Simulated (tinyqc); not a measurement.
Space-charge-limited current with shallow traps: one step of the calculation.

One carrier type, drift only, an injecting contact at x = 0 (zero field) and thickness L. The share th = y/(1 + y), y = (Nc/Nt) exp(-Et/kB T), of the injected charge is free: J = q mu n F, eps0 eps_r dF/dx = q (n - n0)/th.

Problem. The exact current. Exact: with u = n0/n(L), w = -u - ln(1 - u) and v = -u - u^2/2 - ln(1 - u), V = (q n0 L^2/(th eps0 eps_r)) v/w^2 and J = q^2 n0^2 mu L/(th eps0 eps_r w). v/w^2 falls steadily with u, so u follows by bisection.

Values chosen for this exercise: temperature T = 300 K; relative permittivity eps_r = 23.2; mobility mu = 0.016 cm^2/(V s); thickness L = 9000 nm; band density of states Nc = 1.6e20 cm^-3; trap density Nt = 1.3e15 cm^-3; trap depth Et = 0.32 eV; free carrier density in equilibrium n0 = 2.6e12 cm^-3; voltage V = 6.3 V.

Constants: q = 1.602176634e-19 C, kB = 1.380649e-23 J/K, Vt = kB T/q, eps0 = 8.8541878128e-14 F/cm where lengths are in cm. Results are converted to the units shown.

Find: v/w^2; u; w; J; exit field over V/L.

Solution.

v/w^2 = 13.089
u = 0.096088
w = 0.0049352
J = 7.2223e-4 A/cm^2
exit field over V/L = 1.4874

J is 1.6 % below the plain sum of the two limits; the exit field lies between the ohmic 1 and the Mott-Gurney 1.5.

Range of the model: Diffusion and a field-dependent mobility are left out. With injecting contacts the diffusion current, about 4 pi^2 Vt th eps0 eps_r mu V/L^3, equals the Mott-Gurney current at V = 35 kB T/q (0.9 V at 300 K), so the drift-only result needs V well above that.

Numbers from tinyqc (`OMP_NUM_THREADS=1 python tinyqc.py 2370043 2370044 out.jsonl`; about 0.01 s on one thread of a shared Intel Xeon 2.30GHz).
